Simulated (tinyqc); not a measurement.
Resistance of a tapered via with liner, size effect and interface: two steps of the calculation.

A round via whose diameter grows from db at the bottom as D(z) = db + 2 z/tan(ang). The fill, of diameter D - 2 tl, starts above the bottom liner (thickness fb tl) and has rho = rho0 (1 + ks lam/(D - 2 tl)); the sidewall liner conducts in parallel with it. The bottom liner and the interface are crossed over the full area pi db^2/4. Spreading in the lines above and below is left out.

Inputs (values chosen for the exercise); fill metal close to molybdenum: diameter at the bottom db = 19 nm; height hv = 70 nm; sidewall angle ang = 86 degrees; bulk resistivity of the fill rho0 = 5.16 uohm cm; mean free path of the fill lam = 11.2 nm; size-effect factor ks = 1.4; liner on the sidewall tl = 0.1 nm; liner at the bottom over that on the sidewall fb = 1; resistivity of the liner rl = 230 uohm cm; interface resistivity at the bottom ri = 6.2e-13 ohm cm^2; ballistic conductance per area, about 3/(4 rho0 lam) Sb = 1.3e15 S/m^2.

Problem 1. Slices of the via. Slices between z0 = fb tl and hv, evaluated at their midpoints: conductance per length pi/4 [(D - 2 tl)^2/rho + (D^2 - (D - 2 tl)^2)/rl], slice resistance = slice height over that. 7 slices.

Wanted: z; D; rho; slice resistance.

Solution 1.

```
slice	z (nm)	D (nm)	rho (uohm cm)	slice resistance (ohm)
0	5.0929	19.712	9.3066	3.1053
1	15.079	21.109	9.0296	2.6241
2	25.064	22.505	8.7873	2.2440
3	35.050	23.902	8.5736	1.9392
4	45.036	25.298	8.3837	1.6911
5	55.021	26.695	8.2137	1.4869
6	65.007	28.091	8.0608	1.3168
```

Problem 2. Total resistance. R_fill = sum of the slices; R_bottom = rl fb tl/(pi db^2/4); R_interface = ri/(pi db^2/4); ballistic (Sharvin) limit 1/(Sb pi (db - 2 tl)^2/4); ideal cylinder rho0 hv/(pi db^2/4).

slice resistance, slice 0 to 6 (ohm): 3.1052870  2.6240526  2.2440372  1.9391580  1.6911319  1.4868577  1.3167624

Find: parts; R; shares; ballistic limit; ideal cylinder.

Solution 2.

parts (ohm): fill 14.41, bottom liner 0.8112, interface 0.2187
R = 15.44 ohm
shares (%): fill 93.33, bottom liner 5.25, interface 1.42
ballistic limit = 2.771 ohm
ideal cylinder = 12.74 ohm

The fill is the largest part, and R is 1.21 times the ideal cylinder. With 2000 slices R = 15.457 ohm.

Computed by the program tinyqc: `OMP_NUM_THREADS=1 python tinyqc.py 2750044 2750045 out.jsonl`, one thread of a shared Intel Xeon 2.30GHz, about 0.01 s for the whole run.
